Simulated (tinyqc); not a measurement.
Length of a molecular wire: coherent transport through a tight-binding bridge. Computed by the program tinyqc. T = Gamma_L Gamma_R |G_1n|^2 with the self-energies of semi-infinite chains.

A uniform bridge between two chains:
```
parameter                        value
site energy (eV)              1.830000
hopping in the bridge (eV)    0.820000
lead hopping (eV)             2.420000
couplings (eV)              1.11, 0.87
E (eV)                       -0.250000
```

Transmission against length:
```
sites           T      ln T
2      2.9522e-02   -3.5226
3      6.9247e-03   -4.9727
4      1.6439e-03   -6.4107
5      3.9143e-04   -7.8457
6      9.3267e-05   -9.2800
7      2.2227e-05  -10.7142
8      5.2972e-06  -12.1483
9      1.2624e-06  -13.5825
10     3.0087e-07  -15.0166
```

What does the comparison show, and why?

E lies outside the band of the bridge (|E - e|/2h = 1.268 > 1), so T decays as exp(-beta n) with beta = 2 arccosh(1.268) = 1.4341 a site; the last two rows give 1.4341.
